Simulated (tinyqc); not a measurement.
MOS capacitor with interface traps: C-V stretch-out, conductance peak and subthreshold swing: one step, computed by the program tinyqc. Command: `OMP_NUM_THREADS=1 python tinyqc.py 3000275 3000276 out.jsonl mostraps walk`. One thread of a shared host (Intel(R) Xeon(R) Processor @ 2.30GHz), about 0.01 s of CPU time with the checks.

Energies at the interface are counted from the valence band. psi > 0 means bending towards depletion, so the surface potential is -psi. Boltzmann statistics, full ionisation, no quantum confinement. Traps are neutral when filled up to E_n, with a sharp (zero-temperature) occupation.

Question. Capacitances, high-low extraction and swing. C_LF = [1/C_ox + 1/(C_s + C_it)]^-1; C_HF = [1/C_ox + 1/C_s(HF)]^-1; high-low estimate D = [(1/C_LF - 1/C_ox)^-1 - (1/C_HF - 1/C_ox)^-1]/e; stretch-out |dV_G/d psi| = 1 + (C_s + C_it)/C_ox; swing factor at this bending (the subthreshold swing when psi lies between phi_B and 2 phi_B) S = ln(10) (k_B T/e)(1 + (C_s(HF) + C_it)/C_ox).

Inputs (values chosen for the exercise, modelled on silicon, with an insulator like Si3N4): temperature T = 200 K.

Substrate: n-type. Trap spectrum: flat plus a Gaussian peak.

C_ox = 2.970178 microF/cm^2

C_s = 0.03366149 microF/cm^2

C_it = 0.07049577 microF/cm^2

C_s at high frequency = 0.03366149 microF/cm^2

k_B T = 0.01723467 eV

Constants: e = 1.602176634e-19 C.

Give: C_LF; C_HF; high-low estimate of D; stretch-out; swing factor S.

Answer.

C_LF = 0.1006 microF/cm^2

C_HF = 0.03328 microF/cm^2

high-low estimate of D = 4.400e+11 cm^-2 eV^-1

stretch-out = 1.035

swing factor S = 41.08 mV/decade
